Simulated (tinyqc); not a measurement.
Extended Hueckel theory, for H3+, step by step. The parameters take no account of the charge, which enters only through the electron count. Computed by tinyqc, a small Python program that keeps every step (integrals from PySCF). Settings: charge = 1, K = 1.5, multiplicity = 1. Command: `OMP_NUM_THREADS=1 python tinyqc.py 20185 20186 out.jsonl` (the two numbers bound the seeds that draw the settings). One thread of a shared host (Intel(R) Xeon(R) Processor @ 2.60GHz), about 0.01 s of CPU time with the checks.

## Overlaps

Geometry (angstrom):

| atom | x | y | z |
|---|---|---|---|
| H | 0.00000 | 0.00000 | 0.00000 |
| H | 0.00000 | 0.00000 | 0.95800 |
| H | 0.00000 | 0.00000 | -0.95800 |

Parameters chosen for this run:

| element | shell | Slater exponent | H_ii (eV) |
|---|---|---|---|
| H | 1s | 1.30000 | -13.60000 |

Slater orbitals, each expanded in six Gaussians scaled to its exponent.

overlap S:
```
         1H 1s    2H 1s    3H 1s
1H 1s  1.00000  0.49418  0.49418
2H 1s  0.49418  1.00000  0.11824
3H 1s  0.49418  0.11824  1.00000
```

## Wolfsberg-Helmholz matrix

diagonal H_ii (eV): 1H 1s -13.60000, 2H 1s -13.60000, 3H 1s -13.60000

K = 1.50000

H_ij = K' S_ij (H_ii + H_jj)/2 for i != j (the diagonal keeps H_ii), with K' = 1.5.

H (eV):
```
           1H 1s      2H 1s      3H 1s
1H 1s  -13.60000  -10.08127  -10.08127
2H 1s  -10.08127  -13.60000   -2.41213
3H 1s  -10.08127   -2.41213  -13.60000
```

## Orbitals

valence electrons = 2

Solve H C = S C e through S^(-1/2); fill by pairs from the bottom, a degenerate level sharing its electrons equally; each orbital has its largest coefficient positive (the first on a tie).

orbital energies (eV): -16.53745  -12.68813  -1.39225

occupations: 2.00000  0.00000  0.00000

coefficients:
```
           MO1       MO2       MO3
1H 1s  0.50997   0.00000   1.23103
2H 1s  0.39240   0.75303  -0.79994
3H 1s  0.39240  -0.75303  -0.79994
```

sum of one-electron energies = -33.07489 eV

## Mulliken analysis

P = C n C^T; charge = valence electrons (H 1) minus the sum of (P S)_ii on the atom; overlap population = 2 sum P_ij S_ij between two atoms.

charges: 1H 0.08429, 2H 0.45785, 3H 0.45785

Overlap populations:

| pair | value |
|---|---|
| 2-1 | 0.395565 |
| 3-1 | 0.395565 |
| 3-2 | 0.072826 |
